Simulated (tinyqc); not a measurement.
Transparency density and B against temperature: optical gain and spontaneous emission in a bulk direct-gap semiconductor.

Parabolic bands, vertical transitions, no excitons. For each hole band j: mr = me mj/(me + mj); joint density of states J_j(E) = (mr/c)^(3/2) sqrt(E - Eg)/(2 pi^2), both spins, c = hbar^2/2m0; averaged matrix element |e.p|^2 = m0 Ep/6; alpha_j(E) = 4 pi^2 alpha_f c Ep J_j/(3 nr E) in 1/angstrom (alpha_f the fine-structure constant, listed as alpha among the constants), times 1e8 for 1/cm.

F_j(eta) = (1/Gamma(j + 1)) integral_0^infinity x^j dx/(1 + exp(x - eta)), which tends to exp(eta) for eta << 0.

Quasi-Fermi levels: n = Nc F_1/2(Fc/kT) and p = Nv F_1/2(Fv/kT), Fc counted up from the conduction edge and Fv down from the valence edge; Nc, Nv from N = 2 (m kB T/(4 pi c))^(3/2) with c = hbar^2/2m0, in 1/angstrom^3; times 1e24 for 1/cm^3, with me and (mhh^(3/2) + mlh^(3/2))^(2/3).

For band j the electron sits at Ee = (E - Eg) mr/me above its edge and the hole at Eh = (E - Eg) mr/mj; fe = 1/(1 + exp((Ee - Fc)/kT)), fh = 1/(1 + exp((Eh - Fv)/kT)); gain g = sum_j alpha_j (fe + fh - 1).

Spontaneous rate: R = integral of (nr E/(hbar c))^2/(pi^2 hbar) sum_j alpha_j fe fh dE, with alpha in 1/cm and (nr E/(hbar c))^2 in 1/cm^2 (1e16 per 1/angstrom^2); B = R/(n p); lifetime n/R.

Constants: hbar^2/2m0 = 3.80998211 eV angstrom^2; fine-structure constant alpha = 0.007297352564; kB = 8.617333262e-05 eV/K; hbar = 6.58211957e-16 eV s; hbar c = 1973.269805 eV angstrom.

Parameters, chosen for this exercise (near those of GaAs; not measured data):
- Eg = 1.466 eV (direct gap)
- me = 0.069 m0 (electron mass)
- mhh = 0.49 m0 (heavy-hole mass)
- mlh = 0.0782 m0 (light-hole mass)
- Ep = 25.4 eV (Kane energy)
- nr = 3.65 (refractive index)

Eg is held fixed; B is taken at n = 1e15 1/cm^3.

Results:
```
T (K)  transparency density (1/cm^3)  Fc/kT there  B (cm^3/s)
100                         2.40e+17        1.945    1.36e-09
150                         4.41e+17        1.945    7.43e-10
200                         6.79e+17        1.945    4.85e-10
250                         9.49e+17        1.945    3.48e-10
300                         1.25e+18        1.945    2.66e-10
350                         1.57e+18        1.945    2.12e-10
400                         1.92e+18        1.945    1.74e-10
500                         2.69e+18        1.945    1.26e-10
```

What does the comparison show, and why?

Fc/kT at transparency stays at 1.945, since it depends on Nv/Nc alone, so the density goes as T^1.50. B goes as T^-1.48, against T^-1.5 for non-degenerate carriers: hot carriers spread over k and fewer pairs share a wave vector.

(tinyqc, `OMP_NUM_THREADS=1 python tinyqc.py 1681007 1681008 out.jsonl`, Intel(R) Xeon(R) Processor @ 2.30GHz, 1 thread, shared host, about 0.07 s.)
